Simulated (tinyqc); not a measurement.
Worked calculation: Pariser-Parr-Pople SCF with singles CI, for the molecule C=CC1=CC2=CC=CC2=C1 (SMILES; centres numbered as the heavy atoms are written). Computed by tinyqc, a small Python program that keeps every step. Settings: charge = 0, gamma = Ohno, start = huckel, damping = 0.5, iteration cap = 71, excitations kept = 6. Command: `OMP_NUM_THREADS=1 python tinyqc.py 22507 22508 out.jsonl` (the two numbers bound the seeds that draw the settings). One thread of a shared host (Intel(R) Xeon(R) Processor @ 2.60GHz), about 0.04 s of CPU time with the checks.

Centres (angstrom, eV; a flat drawing with bonds scaled to 1.40 angstrom):
```
centre        x        y  core charge z        W  gamma_rr
1C      -3.5810   0.6570              1  11.1600   11.1300
2C      -2.7380  -0.4600              1  11.1600   11.1300
3C      -1.3480  -0.2890              1  11.1600   11.1300
4C      -0.3930  -1.3120              1  11.1600   11.1300
5C       0.8760  -0.7190              1  11.1600   11.1300
6C       2.2500  -0.9850              1  11.1600   11.1300
7C       2.9280   0.2390              1  11.1600   11.1300
8C       1.9720   1.2630              1  11.1600   11.1300
9C       0.7040   0.6700              1  11.1600   11.1300
10C     -0.6700   0.9360              1  11.1600   11.1300
```

Resonance integrals (eV):
```
i    j     beta
1    2  -2.3900
2    3  -2.3900
3    4  -2.3900
4    5  -2.3900
5    6  -2.3900
6    7  -2.3900
7    8  -2.3900
8    9  -2.3900
9   10  -2.3900
10   3  -2.3900
9    5  -2.3900
```

Stop when output and input P, before any damping, agree to 1e-7.

Course of the cycle:
```
iteration       E (eV)  largest |P(out) - P(in)|
1          -131.976795                  4.99e-02
2          -132.029639                  3.64e-02
3          -132.066319                  2.66e-02
4          -132.089829                  1.94e-02
5          -132.104217                  1.42e-02
6          -132.112765                  1.03e-02
7          -132.117742                  7.51e-03
8          -132.120599                  5.46e-03
9          -132.122223                  3.97e-03
10         -132.123141                  2.88e-03
11         -132.123659                  2.09e-03
...                ...                       ...
61         -132.124469                  9.20e-05
62         -132.124469                  8.86e-05
63         -132.124470                  8.54e-05
64         -132.124470                  8.22e-05
65         -132.124470                  7.92e-05
66         -132.124471                  7.63e-05
67         -132.124471                  7.35e-05
68         -132.124471                  7.08e-05
69         -132.124471                  6.82e-05
70         -132.124471                  6.57e-05
71         -132.124472                  6.33e-05
```

Can the last value be used, and what does the course show?

Not by the stop rule, although the second column moves by less than 1e-06 over the last three steps. Not converged within 71 iterations: the residual falls steadily but slowly, by a factor of about 0.96 a step. Reruns (cap 100 unless said): damping 0: not converged; the original settings with a cap of 400: converged in 244 (E = -132.12447).
